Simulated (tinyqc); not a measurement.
## Trap density from two Hall measurements

Problem. p-type body, charge-sheet picture, full ionisation (an idealisation for deep acceptors), Boltzmann statistics for free electrons. e = Ec - EF at the surface. psi = Eg - Vt ln(Nv/Na) - e; N_dep = sqrt(2 eps0 eps_r Na (psi - Vt)/q); n_f = sqrt(N_dep^2 + 2 eps0 eps_r Vt Nc exp(-e/Vt)/q) - N_dep; Vg = Vfb + psi + q (N_dep + n_t + n_f)/Cox, Cox = eps0 eox/tox. Find e and n_t at both points and the mean trap density between them.

Parameters, values chosen for the exercise; band and dielectric values close to those of 4H silicon carbide:
- T = 300 K (temperature)
- Eg = 3.2 eV (band gap)
- eps_r = 9.68 (relative permittivity)
- Nc = 1.67e19 cm^-3 (conduction-band density of states at T)
- Nv = 2.53e19 cm^-3 (valence-band density of states at T)
- eox = 3.9 (relative permittivity of the insulator)
- tox = 77 nm (insulator thickness)
- Na = 2.1e16 cm^-3 (acceptor density)
- Vfb = -2.4 V (flat-band voltage without trapped charge)

Constants: q = 1.602176634e-19 C, kB = 1.380649e-23 J/K, Vt = kB T/q, eps0 = 8.8541878128e-14 F/cm where lengths are in cm. Results are converted to the units shown.

Vg (V): 15.531588  24.192177
free sheet density from the Hall effect (cm^-2): 2.0120173e10  2.1187201e11

Solution. Each n_f fixes e; what the gate voltage holds beyond psi, N_dep and n_f is trapped; the difference quotient is the density, smeared over a few Vt.

e (eV): 0.128  0.0640
n_t (cm^-2): 3.39e12  5.59e12
mean trap density = 3.45e13 cm^-2 eV^-1

Numbers from tinyqc (`OMP_NUM_THREADS=1 python tinyqc.py 2222090 2222091 out.jsonl`; about 0.02 s on one thread of a shared Intel Xeon 2.30GHz).
